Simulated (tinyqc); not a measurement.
Strained alloy layer of InP and GaP on (001) GaAs, model-solid band line-up: one step of the calculation.

The layer is x parts of the first compound and 1 - x of the second, grown coherently on the third as substrate and barrier. Rows of the table: lattice constant a, average valence level Ea on an absolute scale, spin-orbit splitting so, gaps at Gamma, X and L, hydrostatic deformation potentials av and ac (Gamma), shear potential b, elastic constants, electron and heavy-hole (along z) masses. All are interpolated linearly in x; gaps get -C x (1 - x), taken wholly in the conduction band; real line-ups can differ from this model by 0.1 eV or more.

Task. Critical thickness. In-plane strain e = (a_substrate - a)/a. Matthews-Blakeslee for 60-degree dislocations in a single layer: hc = k (ln(hc/bv) + 1), k = bv (1 - nu/4)/(4 pi |e| (1 + nu)), nu = c12/(c11 + c12), bv = a/sqrt(2); the larger root.

Values chosen for this exercise:
```
symbol,value,unit,meaning
x,0.55,,fraction of the first compound in the layer
CG,0.65,eV,bowing of the Gamma gap
CX,0.2,eV,bowing of the X gap
CL,1.03,eV,bowing of the L gap
Lw,7.7,nm,layer thickness
```

Binary compounds, values chosen for the exercise:
```
              close to InP  close to GaP  close to GaAs
a (angstrom)         5.869         5.451          5.653
Ea (eV)              -7.04          -7.4          -6.92
so (eV)              0.109        0.0799          0.341
EG (eV)               1.36          2.77           1.42
EX (eV)               2.18          2.24           1.92
EL (eV)               1.95           2.6           1.69
av (eV)               1.27          1.71           1.17
ac (eV)              -4.97          -7.1          -7.26
b (eV)                -1.7         -1.79          -1.67
c11 (GPa)              101           139            120
c12 (GPa)             55.5          62.6           54.2
me (m0)             0.0793         0.131         0.0664
mh (m0)              0.524         0.334          0.347
```

Give: nu; bv; hc.

Result.

nu = 0.33199
bv = 0.40170 nm
hc = 22.524 nm

The layer, Lw = 7.7 nm, is thinner than hc, so it stays coherent by this criterion.

tinyqc, about 0.01 s, one thread, Intel Xeon 2.30GHz (shared host): `OMP_NUM_THREADS=1 python tinyqc.py 2690003 2690004 out.jsonl`
